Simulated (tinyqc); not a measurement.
Inside a calculation. Method: Pariser-Parr-Pople SCF with singles CI, for the molecule C=C(N)C=CC=CC=CCl (SMILES; centres numbered as the heavy atoms are written). One step of it, computed by the program tinyqc.

Task: Iteration 1: orbitals and new P. Diagonalise F (the basis is taken as orthonormal) and form P = 2 sum c c over the lowest orbitals; 0.5 of the old P is kept.

F (eV):
```
             1C         2C         3N         4C         5C         6C         7C         8C
1C    -3.931017  -4.064544   0.944220   0.177545   0.301432  -0.107452  -0.110239   0.077047
2C    -4.064544  -4.497531  -3.996071  -3.505655   0.000000   0.138271   0.000000  -0.045137
3N     0.944220  -3.996071  -9.597313   0.179538   0.369582  -0.118609  -0.126066   0.083326
4C     0.177545  -3.505655   0.179538  -4.367481  -4.302048   0.334305   0.378701  -0.202380
5C     0.301432   0.000000   0.369582  -4.302048  -4.564217  -3.855791   0.000000   0.239922
6C    -0.107452   0.138271  -0.118609   0.334305  -3.855791  -4.708702  -4.113461   0.334395
7C    -0.110239   0.000000  -0.126066   0.378701   0.000000  -4.113461  -5.045109  -3.980353
8C     0.077047  -0.045137   0.083326  -0.202380   0.239922   0.334395  -3.980353  -5.940405
9C     0.049091   0.000000   0.053635  -0.138944   0.000000   0.311923   0.000000  -4.054546
10Cl  -0.091098   0.032994  -0.096062   0.220696  -0.137604  -0.309269   0.416753   0.516459

             9C        10Cl
1C     0.049091   -0.091098
2C     0.000000    0.032994
3N     0.053635   -0.096062
4C    -0.138944    0.220696
5C     0.000000   -0.137604
6C     0.311923   -0.309269
7C     0.000000    0.416753
8C    -4.054546    0.516459
9C    -7.190329   -3.528423
10Cl  -3.528423  -15.518705
```

pi electrons, sum of z_r less the charge = 12

P at the start:
```
             1C         2C         3N         4C         5C         6C         7C         8C
1C     1.517739   0.648987  -0.453284  -0.091690  -0.209232   0.091690   0.113251  -0.091690
2C     0.648987   1.000000   0.609992   0.439755   0.000000  -0.095981   0.000000   0.046365
3N    -0.453284   0.609992   1.573952  -0.086181  -0.196660   0.086181   0.106447  -0.086181
4C    -0.091690   0.439755  -0.086181   1.172693   0.737850  -0.172693  -0.262917   0.172693
5C    -0.209232   0.000000  -0.196660   0.737850   1.000000   0.570913   0.000000  -0.166541
6C     0.091690  -0.095981   0.086181  -0.172693   0.570913   1.172693   0.667289  -0.172693
7C     0.113251   0.000000   0.106447  -0.262917   0.000000   0.667289   1.000000   0.617316
8C    -0.091690   0.046365  -0.086181   0.172693  -0.166541  -0.172693   0.617316   1.172693
9C    -0.066886   0.000000  -0.062867   0.142741   0.000000  -0.216514   0.000000   0.645246
10Cl   0.137831  -0.044495   0.129549  -0.259596   0.139452   0.259596  -0.283485  -0.259596

             9C       10Cl
1C    -0.066886   0.137831
2C     0.000000  -0.044495
3N    -0.062867   0.129549
4C     0.142741  -0.259596
5C     0.000000   0.139452
6C    -0.216514   0.259596
7C     0.000000  -0.283485
8C     0.645246  -0.259596
9C     1.000000   0.712726
10Cl   0.712726   1.390232
```

Give: orbital energies; P after iteration 1.

Result:

orbital energies (eV): [-16.9049, -12.5394, -11.9709, -10.3500, -8.3160, -6.5863, -3.1601, -0.1993, 1.6898, 2.9764]

P after iteration 1:
```
           1C       2C       3N       4C       5C       6C       7C       8C
1C     1.3292   0.7253  -0.4232  -0.0217  -0.2555   0.0292   0.1599  -0.0341
2C     0.7253   1.0127   0.5131   0.4290  -0.0012  -0.0902   0.0046   0.0402
3N    -0.4232   0.5131   1.6910  -0.0775  -0.1488   0.0626   0.0750  -0.0546
4C    -0.0217   0.4290  -0.0775   1.0735   0.7648  -0.0892  -0.2967   0.0873
5C    -0.2555  -0.0012  -0.1488   0.7648   1.0167   0.5394  -0.0018  -0.1379
6C     0.0292  -0.0902   0.0626  -0.0892   0.5394   1.0756   0.7138  -0.0914
7C     0.1599   0.0046   0.0750  -0.2967  -0.0018   0.7138   1.0144   0.5653
8C    -0.0341   0.0402  -0.0546   0.0873  -0.1379  -0.0914   0.5653   1.0937
9C    -0.1308  -0.0102  -0.0411   0.2007   0.0114  -0.2883  -0.0184   0.7315
10Cl   0.1125  -0.0211   0.0715  -0.1898   0.0761   0.2072  -0.1668  -0.2453

           9C     10Cl
1C    -0.1308   0.1125
2C    -0.0102  -0.0211
3N    -0.0411   0.0715
4C     0.2007  -0.1898
5C     0.0114   0.0761
6C    -0.2883   0.2072
7C    -0.0184  -0.1668
8C     0.7315  -0.2453
9C     1.0474   0.5023
10Cl   0.5023   1.6458
```
